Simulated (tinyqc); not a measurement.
# Changing the base width W

Model: minority-electron transport through the base of a bipolar transistor (Moll-Ross and Kroemer integrals). Computed by tinyqc, a small Python program. Command: `OMP_NUM_THREADS=1 python tinyqc.py 3003627 3003628 out.jsonl base sweep`. One thread of a shared host (Intel(R) Xeon(R) Processor @ 2.30GHz), about 0.01 s of CPU time with the checks.

Low injection, one dimension, x from the emitter edge (0) to the collector edge (W), s = x/W. Recombination is treated as a small correction (valid for tau_B well below tau_n), computed from the stored charge.

Inputs (values chosen for the exercise, modelled on InP):
```
quantity,value,unit
intrinsic density n_i at the emitter edge,1.3e+07,1/cm^3
base doping at the emitter edge N_0,7.1e+18,1/cm^3
mu_min,460,cm^2/(V s)
mu_max,4460,cm^2/(V s)
N_ref,2.3e+17,1/cm^3
saturation velocity v_s,1,1e7 cm/s
electron lifetime tau_n,0.62,ns
emitter Gummel number G_E,2.6e+13,s/cm^4
base-emitter voltage V_BE,0.79,V
temperature T,300,K
```

Base doping profile: uniform. Gap grading: none. Exit of the base: saturation velocity.

Constants: k_B = 8.617333262e-05 eV/K; e = 1.602176634e-19 C.

Method:
- N(x) = N_0; n_i(x) = n_i; D(x) = (k_B T/e) mu, mu = mu_min + (mu_max - mu_min)/(1 + (N/N_ref)^0.7).
- With y(x) = N n_i^2/(D n_i(x)^2): base Gummel number G_B = int_0^W y dx + N(W) n_i^2/(v_s n_i(W)^2); J_C = e n_i^2 exp(e V_BE/k_B T)/G_B; n(x) = (J_C/e)(n_i(x)^2/(N n_i^2)) [int_x^W y dx + the same exit term]; transit time tau_B = (e/J_C) int n dx; trapezoid rule on 401 even points.
- Emitter-limited gain beta_E = G_E/G_B; recombination-limited gain beta_R = tau_n/tau_B; 1/beta = 1/beta_E + 1/beta_R; f_T from the base alone = 1/(2 pi tau_B).

One run for each value:
```
base width W (nm),base transit time tau_B (ps),current gain beta,f_T from the base alone (GHz),mean velocity W/tau_B (1e7 cm/s),share of the exit term in G_B (%)
10,1.244e-01,24.49,1.279e+03,0.8038,67.20
18,2.591e-01,19.34,6.143e+02,0.6948,53.23
32,5.699e-01,14.11,2.793e+02,0.5615,39.03
56,1.325e+00,9.61,1.201e+02,0.4225,26.78
100,3.441e+00,6.02,4.626e+01,0.2906,17.00
180,9.708e+00,3.53,1.639e+01,0.1854,10.22
320,2.819e+01,2.00,5.645e+00,0.1135,6.02
560,8.214e+01,1.10,1.938e+00,0.0682,3.53
1000,2.541e+02,0.56,6.264e-01,0.0394,2.01
```

Describe and explain the trends.

Over the rows, base transit time tau_B (ps) rises from 0.124 to 254 (exponent d ln y / d ln x 1.2 between the first rows and 1.9 between the last); current gain beta falls from 24.5 to 0.565 (exponent d ln y / d ln x -0.40 between the first rows and -1.2 between the last); f_T from the base alone (GHz) falls from 1280 to 0.626 (exponent d ln y / d ln x -1.2 between the first rows and -1.9 between the last). At the high end the exponent of base transit time tau_B is 1.95, close to 2: diffusion, or drift in a field proportional to 1/W.

Caution (rows 10.0, 18.0): the base is only a few mean free paths wide, so transport is partly ballistic. Caution (rows 1000): a current gain below 1 is far from a working transistor: the base is too heavily doped or too wide for this emitter and lifetime.
